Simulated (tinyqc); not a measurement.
Worked calculation: LCCD on RHF in the sto-3g basis, for H4, spin multiplicity 1. Computed by tinyqc, a small Python program that keeps every step (integrals from PySCF). Settings: charge = 0, multiplicity = 1, basis = sto-3g, method = RHF, energy threshold = 1e-10, iteration cap = 81, orthogonalisation = symmetric, start = core, DIIS depth = 6, amplitude equations = LCCD, DIIS depth for amplitudes = 6, cap on updates = 54. Command: `OMP_NUM_THREADS=1 python tinyqc.py 24312 24313 out.jsonl` (the two numbers bound the seeds that draw the settings). One thread of a shared host (Intel(R) Xeon(R) Processor @ 2.60GHz), about 0.06 s of CPU time with the checks. The early iterations of the SCF are left out here.

## One-electron integrals

Geometry (angstrom):
```
atom         x         y         z
H     0.000000  0.000000  0.000000
H     0.000000  0.000000  0.735000
H     0.000000  0.000000  2.056000
H     0.000000  0.000000  2.792000
```

Basis sto-3g: exponents (1/bohr^2) and contraction coefficients of normalised primitives:
```
element  l (shell)  exponent  coefficient
H            s (1)  3.425251     0.154329
H            s (1)  0.623914     0.535328
H            s (1)  0.168855     0.444635
```

Overlap, kinetic and nuclear-attraction integrals over the contracted functions; the nuclear repulsion is the sum of Za Zb / Rab.

nuclear repulsion = 2.54372020 hartree

overlap S, lower triangle:
```
          1H 1s     2H 1s     3H 1s     4H 1s
1H 1s  1.000000
2H 1s  0.663146  1.000000
3H 1s  0.108672  0.329580  1.000000
4H 1s  0.028054  0.108491  0.662491  1.000000
```

kinetic energy T (hartree), lower triangle:
```
           1H 1s      2H 1s     3H 1s     4H 1s
1H 1s   0.760032
2H 1s   0.239954   0.760032
3H 1s  -0.010684   0.030427  0.760032
4H 1s  -0.008436  -0.010692  0.239353  0.760032
```

nuclear attraction V (hartree), lower triangle:
```
           1H 1s      2H 1s      3H 1s      4H 1s
1H 1s  -2.331092
2H 1s  -1.559928  -2.538594
3H 1s  -0.227263  -0.715894  -2.538065
4H 1s  -0.056805  -0.226850  -1.557774  -2.330314
```

core Hamiltonian H = T + V (hartree), lower triangle:
```
           1H 1s      2H 1s      3H 1s      4H 1s
1H 1s  -1.571061
2H 1s  -1.319974  -1.778562
3H 1s  -0.237947  -0.685467  -1.778033
4H 1s  -0.065241  -0.237543  -1.318421  -1.570283
```

## Two-electron integrals

Functions are numbered as in S; the eight-fold symmetry (ij|kl) = (ji|kl) = (kl|ij) leaves the list below.

Two-electron integrals (ij|kl) in chemists' order, unique and non-zero (hartree):
```
(11|11) 0.774606   (21|11) 0.447446   (21|21) 0.300918   (22|11) 0.571877
(22|21) 0.447446   (22|22) 0.774606   (31|11) 0.050172   (31|21) 0.037350
(31|22) 0.062735   (31|31) 0.006035   (32|11) 0.123461   (32|21) 0.100612
(32|22) 0.186183   (32|31) 0.018951   (32|32) 0.064250   (33|11) 0.256677
(33|21) 0.206911   (33|22) 0.386307   (33|31) 0.050172   (33|32) 0.186183
(33|33) 0.774606   (41|11) 0.010651   (41|21) 0.008192   (41|22) 0.014220
(41|31) 0.001455   (41|32) 0.004763   (41|33) 0.014224   (41|41) 0.000369
(42|11) 0.033696   (42|21) 0.027216   (42|22) 0.050076   (42|31) 0.005464
(42|32) 0.018917   (42|33) 0.062627   (42|41) 0.001452   (42|42) 0.006014
(43|11) 0.145160   (43|21) 0.113950   (43|22) 0.206652   (43|31) 0.027234
(43|32) 0.100483   (43|33) 0.446874   (43|41) 0.008185   (43|42) 0.037245
(43|43) 0.300250   (44|11) 0.189507   (44|21) 0.145272   (44|22) 0.256555
(44|31) 0.033742   (44|32) 0.123388   (44|33) 0.571500   (44|41) 0.010651
(44|42) 0.050076   (44|43) 0.446874   (44|44) 0.774606
```

## Orthogonalisation

S = U s U^T; symmetric (Loewdin) form X = U s^(-1/2) U^T, so that X^T S X = 1.

eigenvalues of S: 0.246806  0.392823  1.395560  1.964811

X, lower triangle:
```
           1H 1s      2H 1s      3H 1s     4H 1s
1H 1s   1.258235
2H 1s  -0.498287   1.326732
3H 1s   0.064970  -0.256456   1.325910
4H 1s  -0.018778   0.064918  -0.497329  1.257448
```

## Iteration 6 (converged): orbitals

converged F (hartree), lower triangle:
```
           1H 1s      2H 1s      3H 1s      4H 1s
1H 1s  -0.372307
2H 1s  -0.603405  -0.408561
3H 1s  -0.131569  -0.270061  -0.407985
4H 1s  -0.029435  -0.131384  -0.602889  -0.371711
```

Diagonalise F' = X^T F X, C = X C', fill 2 alpha and 2 beta electrons from the bottom; D = 2 C_occ C_occ^T. Each column has its largest component positive (the first on a tie).

F' = X^T F X (hartree), lower triangle:
```
           1          2          3         4
1   0.060288
2  -0.658016   0.107314
3   0.075607  -0.278369   0.106964
4  -0.015519   0.075573  -0.657233  0.059942
```

orbital energies (hartree): MO1 -0.655271, MO2 -0.518835, MO3 0.528636, MO4 0.979977

coefficients C:
```
            MO1        MO2        MO3        MO4
1H 1s  0.325545  -0.450044   0.868678  -0.879145
2H 1s  0.386556  -0.395084  -0.718104   1.121295
3H 1s  0.385321   0.396418  -0.720007  -1.118631
4H 1s  0.324231   0.451133   0.870023   0.876067
```

D after iteration 6, lower triangle:
```
           1H 1s      2H 1s     3H 1s     4H 1s
1H 1s   0.617039
2H 1s   0.607294   0.611033
3H 1s  -0.105933  -0.015341  0.611239
4H 1s  -0.194956  -0.105804  0.607540  0.617292
```

## Convergence

Stop when the energy changes by less than 1e-10 hartree and every element of the error matrix X^T (F D S - S D F) X is below 3e-06.

Course of the cycle:
```
iteration  E (hartree)     change  largest element of the error matrix
1          -2.10746693          -                             3.66e-01
2          -2.21541313  -1.08e-01                             9.65e-03
3          -2.21555888  -1.46e-04                             1.78e-03
4          -2.21556194  -3.06e-06                             1.91e-05
5          -2.21556194  -3.37e-10                             3.53e-06
6          -2.21556194  -1.00e-11                             1.40e-06
```

PySCF RHF in the same basis = -2.21556194 hartree

Converged in 6 iterations.

## Integrals over molecular orbitals

(pq|rs) = sum C_ip C_jq C_kr C_ls (ij|kl), one index at a time.

one-electron integrals over orbitals h = C^T H C (hartree), lower triangle:
```
           1          2          3          4
1  -1.860181
2   0.000097  -1.724996
3   0.126029   0.000406  -1.127437
4  -0.000350   0.118418   0.000041  -0.808674
```

Two-electron integrals over orbitals (pq|rs), unique and non-zero (hartree):
```
(11|11) 0.476427    (21|11) -0.000685   (21|21) 0.204761    (22|11) 0.466622
(22|21) 0.000588    (22|22) 0.477679    (31|11) -0.047242   (31|21) -0.000201
(31|22) -0.003953   (31|31) 0.102891    (32|11) -0.000393   (32|21) 0.070881
(32|22) 0.000178    (32|31) 0.000227    (32|32) 0.098450    (33|11) 0.464409
(33|21) 0.000430    (33|22) 0.464299    (33|31) -0.017096   (33|32) 0.000106
(33|33) 0.484469    (41|11) 0.000226    (41|21) -0.022248   (41|22) -0.000021
(41|31) -0.000280   (41|32) 0.070092    (41|33) 0.000012    (41|41) 0.084667
(42|11) -0.059076   (42|21) -0.000167   (42|22) -0.022514   (42|31) 0.098673
(42|32) 0.000294    (42|33) -0.020271   (42|41) -0.000226   (42|42) 0.104963
(43|11) -0.000624   (43|21) 0.195188    (43|22) 0.000611    (43|31) -0.000174
(43|32) 0.071855    (43|33) 0.000481    (43|41) -0.019319   (43|42) -0.000164
(43|43) 0.208098    (44|11) 0.498676    (44|21) -0.000511   (44|22) 0.490464
(44|31) -0.052171   (44|32) -0.000363   (44|33) 0.502755    (44|41) 0.000217
(44|42) -0.066454   (44|43) -0.000499   (44|44) 0.551631
```

## LCCD: starting amplitudes

t_ij^ab = <ij||ab> / (e_i + e_j - e_a - e_b), whose energy is MP2.

Starting amplitudes (spin orbitals 1a, 1b, ...; amplitudes related by a flip of all spins are not repeated):
```
from      to          t
2a 2b  3a 3b  -0.046994
1a 1b  3a 3b  -0.043454
1a 2b  3a 4b  -0.036781
2a 2b  4a 4b  -0.035015
1a 2b  3b 4a   0.026127
1a 1b  4a 4b  -0.025888
1a 2a  3a 4a  -0.010654
2a 2b  3a 4b  -0.000115
1a 2b  3a 3b  -0.000102
1a 1b  3a 4b   0.000099
1a 2b  4a 4b   0.000072
```

correlation energy = -0.02649529 hartree

## LCCD: amplitude update 1

t_ij^ab D_ij^ab are set to the remaining terms of the spin-orbital equations, evaluated with the old amplitudes; for the doubles these are <ij||ab> + 1/2 <ab||ef> t_ij^ef + 1/2 <mn||ij> t_mn^ab + P(ij)P(ab) <mb||ej> t_im^ae, D the orbital-energy denominators (linear CCD).

Amplitudes after update 1 (spin orbitals 1a, 1b, ...; amplitudes related by a flip of all spins are not repeated):
```
from      to          t
2a 2b  3a 3b  -0.065617
1a 1b  3a 3b  -0.056214
1a 2b  3a 4b  -0.050215
2a 2b  4a 4b  -0.043495
1a 2b  3b 4a   0.037756
1a 1b  4a 4b  -0.034088
1a 2a  3a 4a  -0.012459
2a 2b  3a 4b  -0.000158
1a 2b  3a 3b  -0.000141
1a 1b  3a 4b   0.000133
1a 2b  4a 4b   0.000093
```

correlation energy = -0.03561034 hartree

## LCCD: convergence

E_corr = 1/4 sum <ij||ab> t_ij^ab; stop when the norm of the change is below 1e-8.

Course of the amplitude iterations:
```
update  correlation energy (hartree)  norm of the change
0                        -0.02649529                   -
1                        -0.03561034            7.17e-02
2                        -0.03886910            2.65e-02
3                        -0.04075596            1.01e-02
4                        -0.04074890            7.92e-04
5                        -0.04074904            1.39e-04
6                        -0.04074961            1.66e-05
7                        -0.04074963            1.28e-06
8                        -0.04074963            6.03e-09
```

Converged amplitudes (spin orbitals 1a, 1b, ...; amplitudes related by a flip of all spins are not repeated):
```
from      to          t
2a 2b  3a 3b  -0.079711
1a 1b  3a 3b  -0.062111
1a 2b  3a 4b  -0.057369
2a 2b  4a 4b  -0.046632
1a 2b  3b 4a   0.044295
1a 1b  4a 4b  -0.039424
1a 2a  3a 4a  -0.013074
2a 2b  3a 4b  -0.000179
1a 2b  3a 3b  -0.000160
1a 1b  3a 4b   0.000147
1a 2b  4a 4b   0.000099
```

LCCD total energy = -2.25631157 hartree

Converged in 8 updates, with DIIS from the third.
